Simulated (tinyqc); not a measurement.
Capacitance measurement on a leaky thin oxide: effects of series resistance and leakage: one step of the calculation.

The device is a capacitance C in parallel with a leakage conductance G, in series with Rs and Ls. An impedance meter reports either a parallel pair (Cp, Gp) from Y = 1/Z = Gp + i w Cp or a series pair (Cs, Rm) from Z = Rm + 1/(i w Cs); w = 2 pi f, dissipation D = Gp/(w |Cp|).

Question. True capacitance and conductance. EOT = 3.9 tox/eox; CET = EOT + zc + zp; C = 3.9 eps0 A/CET; G = Jg A/Vs.

Inputs (values chosen for the exercise); values of the order met in thin-oxide MOS capacitors:
- eox = 3.9 (relative permittivity of the gate insulator (close to silicon dioxide))
- tox = 1.8 nm (insulator thickness)
- A = 100 um^2 (gate area)
- zc = 0.31 nm (oxide-equivalent thickness added by the accumulation layer)
- zp = 0 nm (oxide-equivalent thickness added by gate depletion)
- Jg = 0.00013 A/cm^2 (gate leakage current density, not matched to the thickness)
- Vs = 0.32 V (voltage for an e-fold rise of the leakage)

Constants: eps0 = 8.8541878128e-14 F/cm where lengths are in cm. Results are converted to the units shown.

Find: EOT; CET; C; G.

Answer.

EOT = 1.800 nm
CET = 2.110 nm
C = 1.637 pF
G = 4.062e-4 uS

tinyqc, about 0.01 s, one thread, Intel Xeon 2.30GHz (shared host): `OMP_NUM_THREADS=1 python tinyqc.py 2022089 2022090 out.jsonl`
